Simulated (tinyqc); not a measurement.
Implant damage, amorphisation by cascade overlap, and solid-phase epitaxial regrowth. From lower edge back to dose Q. Computed by tinyqc, a small Python program. Command: `OMP_NUM_THREADS=1 python tinyqc.py 3112242 3112243 out.jsonl sper inv`. One thread of a shared host (Intel(R) Xeon(R) Processor @ 2.30GHz), about 0.01 s of CPU time with the checks.

Range and width of the damage are inputs. Dynamic annealing enters only through the surviving share f.

Inputs (values chosen for the exercise, modelled on indium ions in silicon):
```
quantity                         value    unit
atomic density N                  49.9  1/nm^3
ion Z1                              49       -
ion mass M1                      114.8       u
target Z2                           14       -
target mass M2                   28.09       u
ion energy E                        27     keV
displacement energy E_d             15      eV
depth of the damage peak R_d        15      nm
width of the damage profile s_d    7.8      nm
share of defects that survive f   0.92       -
critical displaced share x_c      0.18       -
```

Constants: a_0 = 0.529177210903 angstrom; e^2/(4 pi eps_0) = 14.39964548 eV angstrom.

Method. Robinson partition: eps = E a M2/(Z1 Z2 (e^2/(4 pi eps_0)) (M1 + M2)), a = 0.8853 a_0/sqrt(Z1^(2/3) + Z2^(2/3)); k = 0.0793 Z1^(2/3) Z2^(1/2) (M1 + M2)^(3/2)/((Z1^(2/3) + Z2^(2/3))^(3/4) M1^(3/2) M2^(1/2)); damage energy T_d = E/(1 + k (eps + 0.40244 eps^(3/4) + 3.4008 eps^(1/6))); displacements nu = 0.8 T_d/(2 E_d). Displaced share x(z) = f nu Q exp(-(z - R_d)^2/(2 s_d^2))/(sqrt(2 pi) s_d N); the layer is amorphous where x > x_c, between R_d -/+ s_d sqrt(2 ln(x_max/x_c)), the upper edge being cut at the surface. Threshold dose Q_c = Q x_c/x_max.

Question. A run gave the result below. Find the dose Q, known to lie between 7.2e+14 and 2.2e+15 1/cm^2.

lower edge = 35.68504 nm

Answer.

Each step takes the trial c = (a f_b - b f_a)/(f_b - f_a), f being the result less the target and a, b, c the logarithms of the listed values; c replaces end b, the old b replaces a if the sign of f changed, and otherwise f_a is halved.

Scan of the range:
```
dose Q (1/cm^2)  lower edge (nm)
7.20e+14                 34.3503
8.67e+14                 34.9259
1.04e+15                 35.4739
1.26e+15                 36.0364
1.52e+15                 36.5721
1.83e+15                 37.0894
2.20e+15                 37.5909
```

False position (Illinois rule, in the logarithm of the input) inside the bracket:
```
step        end a        end b        trial  lower edge (nm)
1     1.04000e+15  1.26000e+15  1.11768e+15          35.6868
2     1.04000e+15  1.11768e+15  1.11634e+15          35.6833
3     1.11768e+15  1.11634e+15  1.11700e+15          35.6850
4     1.11634e+15  1.11700e+15  1.11700e+15          35.6850
```

Lower edge rises at every point of a 13-point scan of the range (every second point is shown), so one value fits; it is bracketed by 1.04e15 and 1.26e15. Answer: dose Q = 1.117e15 1/cm^2.
